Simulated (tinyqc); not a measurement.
Sp3 tight binding, zinc-blende lattice, step by step. One step of it, computed by the program tinyqc.

Question. Levels at k. Diagonalise the Hermitian matrix.

H(k) at k (eV), lower triangle (Hermitian):
```
                      a s                a px                 a py                 a pz
a s            -14.390000
a px             0.000000           -7.110000
a py             0.000000            0.000000            -7.110000
a pz             0.000000            0.000000             0.000000            -7.110000
c s   -1.053549+2.825811i  0.927893-1.847388i  -3.625703+0.472785i  -1.092542+1.568982i
c px  -0.927893+1.847388i  0.406369-1.089956i   1.388400-1.993859i   4.607536-0.600815i
c py   3.625703-0.472785i  1.388400-1.993859i   0.406369-1.089956i  -1.179165+2.347657i
c pz   1.092542-1.568982i  4.607536-0.600815i  -1.179165+2.347657i   0.406369-1.089956i

             c s       c px       c py       c pz
c s   -14.390000
c px    0.000000  -7.110000
c py    0.000000   0.000000  -7.110000
c pz    0.000000   0.000000   0.000000  -7.110000
```

Give: eigenvalues; weights |c|^2 of the basis functions.

Answer.

eigenvalues (eV): -18.896  -15.615  -12.662  -12.397  -6.073  -3.323  -1.809  -0.665

weights |c|^2 of the basis functions:
```
      band 1  band 2  band 3  band 4  band 5  band 6  band 7  band 8
a s    0.450   0.252   0.043   0.002   0.205   0.035   0.000   0.012
a px   0.006   0.085   0.178   0.184   0.061   0.060   0.234   0.191
a py   0.037   0.083   0.189   0.020   0.195   0.366   0.001   0.109
a pz   0.007   0.080   0.090   0.293   0.039   0.038   0.265   0.188
c s    0.450   0.252   0.043   0.002   0.205   0.035   0.000   0.012
c px   0.006   0.085   0.178   0.184   0.061   0.060   0.234   0.191
c py   0.037   0.083   0.189   0.020   0.195   0.366   0.001   0.109
c pz   0.007   0.080   0.090   0.293   0.039   0.038   0.265   0.188
```
